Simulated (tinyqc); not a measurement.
X-ray photoelectron analysis of a thin oxide on a semiconductor: attenuation lengths, thickness, angle series and band offsets: one step, computed by the program tinyqc. Command: `OMP_NUM_THREADS=1 python tinyqc.py 3112001 3112002 out.jsonl xps walk`. One thread of a shared host (Intel(R) Xeon(R) Processor @ 2.30GHz), about 0.01 s of CPU time with the checks.

The same element is seen in the oxide and in the substrate, at nearly the same kinetic energy; films are flat and uniform, and the work function is ignored.

Task: Peak ratio. R_0 = (rho_o/M_o) L_o/((rho_s/M_s) L_s); peak ratio R = I_ox/I_sub = R_0 [exp(d/(L_o cos theta)) - 1]; hence d = L_o cos theta ln(1 + R/R_0). A carbon layer weakens both peaks alike, by exp(-d_C/(L_o cos theta)) if its L is taken equal to L_o. This R_0 leaves out intrinsic losses from the substrate peak, so calibrated values can be larger.

Inputs (values chosen for the exercise, modelled on SiO2 on silicon):
```
quantity,value,unit
oxide density,2.21,g/cm^3
oxide formula mass,60.08,g/mol
substrate density,2.33,g/cm^3
substrate formula mass,28.09,g/mol
oxide thickness d,8.4,nm
emission angle from the normal,30,degrees
carbon overlayer,0.79,nm
```

L in the oxide = 1.729246 nm

L in the substrate = 1.364142 nm

Give: R_0; d/(L_o cos theta); ratio R; oxide share of the counts; attenuation by carbon; depth 3 L_o cos theta.

Result:

R_0 = 0.5622

d/(L_o cos theta) = 5.609

ratio R = 152.8

oxide share of the counts = 0.9935

attenuation by carbon = 0.5901

depth 3 L_o cos theta = 4.493 nm
